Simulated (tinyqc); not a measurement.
Worked calculation: plane-wave Kohn-Sham cycle with exchange-only LDA in a layered model solid. One step of it, computed by the program tinyqc.

Task: Iteration 1: Hamiltonian at one k. H(m,m') = (k + G_m)^2/2 delta + V(G_m - G_m'), with V(-G) = V(G).

A solid whose potential varies along x alone (atomic units):

| parameter | value |
|---|---|
| period a | 12.300000 |
| cross-section of the cell | 18.000000 |
| electrons per cell | 4 |
| grid points | 16 |
| plane waves -n..n, n | 3 |
| k points | 4 |
| V1 in V1 cos(2 pi x/a) | -0.520000 |
| V2 in V2 cos(4 pi x/a) | 0.160000 |

V(G_m), m = 0, 1, 2, ... (hartree): -0.258395  -0.260000  0.080000  0.000000  0.000000  0.000000  0.000000

k = 0.125000 2 pi / a

Give: H.

Result:

H (hartree), lower triangle:
```
         -3       -2       -1       +0       +1       +2      +3
-3   0.8200
-2  -0.2600   0.2003
-1   0.0800  -0.2600  -0.1585
+0   0.0000   0.0800  -0.2600  -0.2564
+1   0.0000   0.0000   0.0800  -0.2600  -0.0933
+2   0.0000   0.0000   0.0000   0.0800  -0.2600   0.3308
+3   0.0000   0.0000   0.0000   0.0000   0.0800  -0.2600  1.0158
```
